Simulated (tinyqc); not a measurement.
Six-band Luttinger-Kohn model with strain: one step. Strain from a biaxial (001) stress. Two cases, with inputs chosen for the exercise.

Task: s11 = (C11 + C12)/((C11 - C12)(C11 + 2 C12)), s12 = -C12/((C11 - C12)(C11 + 2 C12)), s44 = 1/C44; exx = s11 sxx + s12 (syy + szz) and cyclic, exy = s44 sxy/2; tension is positive. A uniaxial stress X along the unit vector n is s_ij = X n_i n_j. Here sxx = syy = X, all else zero.

Give: s11, s12, s44; strain tensor.

Case 1.

Values chosen (near those of Si; not measured data): C11 = 172.9 GPa; C12 = 63.5 GPa; C44 = 74.9 GPa; load = biaxial (001) (kind of stress); X = -1.19 GPa (stress).

Result:

s11, s12, s44 (1/TPa): [7.2053, -1.9354, 13.3511]

strain tensor, rows x, y, z and columns alike:
```
[[-0.006271, 0.000000, 0.000000],
 [0.000000, -0.006271, 0.000000],
 [0.000000, 0.000000, 0.004606]]
```

The volume changes by -0.794 %; there is no shear in the cubic axes, so d does not enter.

Case 2.

Values chosen (near those of InP; not measured data): C11 = 101.3 GPa; C12 = 55.6 GPa; C44 = 45.7 GPa; load = biaxial (001) (kind of stress); X = -1.37 GPa (stress).

Result:

s11, s12, s44 (1/TPa): [16.1565, -5.7253, 21.8818]

strain tensor, rows x, y, z and columns alike:
```
[[-0.014291, 0.000000, 0.000000],
 [0.000000, -0.014291, 0.000000],
 [0.000000, 0.000000, 0.015687]]
```

The volume changes by -1.289 %; there is no shear in the cubic axes, so d does not enter.

Computed by tinyqc, one run a case: `OMP_NUM_THREADS=1 python tinyqc.py N N+1 out.jsonl` with N = 1080207, 1080517; one thread of a shared Intel(R) Xeon(R) Processor @ 2.30GHz, about 0.1 s a run at most.
